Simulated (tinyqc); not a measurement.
Shrinking the pitch: stress in a transistor channel from embedded alloy regions, liners and fins, by half-space elasticity. Computed by tinyqc, a small Python program. Command: `OMP_NUM_THREADS=1 python tinyqc.py 3030408 3030409 out.jsonl stressor walk`. One thread of a shared host (Intel(R) Xeon(R) Processor @ 2.30GHz), about 0.01 s of CPU time with the checks.

Plane strain in an isotropic half-space, the same constants everywhere; x along the channel from its centre, y downwards from the free surface; stress is positive in tension.

Inputs (values chosen for the exercise, modelled on silicon): alloy fraction x = 0.59; lattice change per unit x, beta = 0.041; Young's modulus E = 165 GPa; Poisson ratio nu = 0.23; channel length L = 38 nm; length of each stressor S = 25 nm; recess depth d = 25 nm; depth of the field point y = 5 nm.

Stressor: Si(1-x)Ge(x) source and drain.

Method:
- Misfit e = beta x. A fully constrained inclusion holds the stress -p with p = E e/(1 - 2 nu); a blanket film would hold -E e/(1 - nu) in the plane.
- A line element dA of misfit at (a, c) in the half-space gives, with C = E e/(2 pi (1 - nu)), X = x - a, r1^2 = X^2 + (y - c)^2, r2^2 = X^2 + Y^2, Y = y + c: s_xx = -C dA {[X^2 - (y - c)^2]/r1^4 + 3 [X^2 - Y^2]/r2^4 + 4 y Y (Y^2 - 3 X^2)/r2^6}, s_yy = C dA {[X^2 - (y - c)^2]/r1^4 - [X^2 - Y^2]/r2^4 + 4 y Y (Y^2 - 3 X^2)/r2^6}. These are integrated over two rectangles, L/2 < |a| < L/2 + S, 0 < c < d (closed form in a, 200 Gauss-Legendre points in c).
- L and S are scaled together at fixed d, then S alone, then L alone.

misfit e = 0.02419

S_xx at the centre (MPa):
```
scale  L and S scaled  S alone  L alone
0.35             -6.2   -685.4  -1227.3
0.50           -644.6   -961.6  -1578.2
0.70          -1268.7  -1297.0  -1765.3
1.00          -1727.8  -1727.8  -1727.8
1.40          -1864.7  -2185.0  -1488.9
2.00          -1727.5  -2686.1  -1117.4
3.00          -1382.2  -3222.2   -698.8
```

What does the comparison show, and why?

Halving S alone keeps 0.56 of the stress, halving L alone gives 0.91, and halving both 0.37: a shorter channel brings the walls closer but puts y deeper relative to L, where the surface amplifies less, a shorter stressor brings its far wall, which pulls the other way, closer too. Neighbouring devices are left out. Caution: at such misfit the regions may relax by dislocations, and linear elasticity is rough.
